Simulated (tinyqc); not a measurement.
Worked calculation: ROHF in the sto-3g basis, for H3, spin multiplicity 2. This run ends on a higher stationary point, not on the lowest solution. One step of it, computed by the program tinyqc.

Question. Iteration 4: building the Fock matrix. J_ij = sum D_kl (ij|kl) with D = D(alpha) + D(beta), K_ij = sum D_kl (ik|jl) for each spin; F = H + J - K(s); E = tr D H + tr D J / 2 - 0.5 sum_s tr D(s) K(s) + E_nn.

D(alpha) after iteration 3:
```
           1H 1s      2H 1s      3H 1s
1H 1s   1.211157   0.367682  -1.194254
2H 1s   0.367682   0.228304  -0.104131
3H 1s  -1.194254  -0.104131   1.749916
```

D(beta) after iteration 3:
```
          1H 1s     2H 1s     3H 1s
1H 1s  0.143361  0.164962  0.127596
2H 1s  0.164962  0.189818  0.146822
3H 1s  0.127596  0.146822  0.113565
```

core Hamiltonian H = T + V (hartree):
```
           1H 1s      2H 1s      3H 1s
1H 1s  -1.743493  -1.349348  -1.349512
2H 1s  -1.349348  -1.704613  -1.266464
3H 1s  -1.349512  -1.266464  -1.704692
```

Two-electron integrals (ij|kl) in chemists' order, unique and non-zero (hartree):
```
(11|11) 0.774606   (21|11) 0.430432   (21|21) 0.281311   (22|11) 0.560630
(22|21) 0.430432   (22|22) 0.774606   (31|11) 0.430502   (31|21) 0.259172
(31|22) 0.362655   (31|31) 0.281391   (32|11) 0.348428   (32|21) 0.243298
(32|22) 0.394811   (32|31) 0.243327   (32|32) 0.242020   (33|11) 0.560676
(33|21) 0.362628   (33|22) 0.536835   (33|31) 0.430502   (33|32) 0.394811
(33|33) 0.774606
```

nuclear repulsion = 2.02141930 hartree

Give: Coulomb J; exchange K(alpha); exchange K(beta); F(alpha); F(beta); total energy of this density.

Answer.

Coulomb J (hartree):
```
       1H 1s  2H 1s  3H 1s
1H 1s  1.898  1.206  1.234
2H 1s  1.206  1.802  1.134
3H 1s  1.234  1.134  1.929
```

exchange K(alpha) (hartree):
```
       1H 1s  2H 1s  3H 1s
1H 1s  0.729  0.566  0.485
2H 1s  0.566  0.594  0.513
3H 1s  0.485  0.513  0.820
```

exchange K(beta) (hartree):
```
       1H 1s  2H 1s  3H 1s
1H 1s  0.524  0.476  0.453
2H 1s  0.476  0.535  0.449
3H 1s  0.453  0.449  0.480
```

F(alpha) (hartree):
```
        1H 1s   2H 1s   3H 1s
1H 1s  -0.574  -0.709  -0.601
2H 1s  -0.709  -0.497  -0.646
3H 1s  -0.601  -0.646  -0.596
```

F(beta) (hartree):
```
        1H 1s   2H 1s   3H 1s
1H 1s  -0.370  -0.619  -0.569
2H 1s  -0.619  -0.437  -0.582
3H 1s  -0.569  -0.582  -0.256
```

total energy of this density = -1.18171 hartree
